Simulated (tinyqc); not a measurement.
# Worked calculation: resistance of a tapered via with liner, size effect and interface

Numbers from tinyqc (`OMP_NUM_THREADS=1 python tinyqc.py 2750097 2750098 out.jsonl`; about 0.01 s on one thread of a shared Intel Xeon 2.30GHz). Printed values are rounded.

A round via whose diameter grows from db at the bottom as D(z) = db + 2 z/tan(ang). The fill, of diameter D - 2 tl, starts above the bottom liner (thickness fb tl) and has rho = rho0 (1 + ks lam/(D - 2 tl)); the sidewall liner conducts in parallel with it. The bottom liner and the interface are crossed over the full area pi db^2/4. Spreading in the lines above and below is left out.

Values chosen for this exercise; fill metal close to ruthenium: diameter at the bottom db = 23 nm; height hv = 36 nm; sidewall angle ang = 85 degrees; bulk resistivity of the fill rho0 = 7.61 uohm cm; mean free path of the fill lam = 6.67 nm; size-effect factor ks = 0.6; liner on the sidewall tl = 0.2 nm; liner at the bottom over that on the sidewall fb = 0.5; resistivity of the liner rl = 240 uohm cm; interface resistivity at the bottom ri = 4.6e-12 ohm cm^2; ballistic conductance per area, about 3/(4 rho0 lam) Sb = 1.5e15 S/m^2.

## Slices of the via

Slices between z0 = fb tl and hv, evaluated at their midpoints: conductance per length pi/4 [(D - 2 tl)^2/rho + (D^2 - (D - 2 tl)^2)/rl], slice resistance = slice height over that. 9 slices.

```
slice   z (nm)   D (nm)  rho (uohm cm)  slice resistance (ohm)
0      2.09444  23.3665        8.93607                0.859314
1      6.08333  24.0644        8.89696                0.805866
2      10.0722  24.7624        8.86009                0.757232
3      14.0611  25.4604        8.82527                0.712856
4        18.05  26.1583        8.79234                0.672254
5      22.0389  26.8563        8.76115                0.635012
6      26.0278  27.5543        8.73156                0.600771
7      30.0167  28.2522        8.70346                0.569218
8      34.0056  28.9502        8.67673                0.540078
```

## Total resistance

R_fill = sum of the slices; R_bottom = rl fb tl/(pi db^2/4); R_interface = ri/(pi db^2/4); ballistic (Sharvin) limit 1/(Sb pi (db - 2 tl)^2/4); ideal cylinder rho0 hv/(pi db^2/4).

parts (ohm): fill 6.15260, bottom liner 0.577651, interface 1.10716
R = 7.83742 ohm
shares (%): fill 78.5029, bottom liner 7.3704, interface 14.1267
ballistic limit = 1.66189 ohm
ideal cylinder = 6.59389 ohm

The fill is the largest part, and R is 1.19 times the ideal cylinder. With 2000 slices R = 7.8387 ohm.
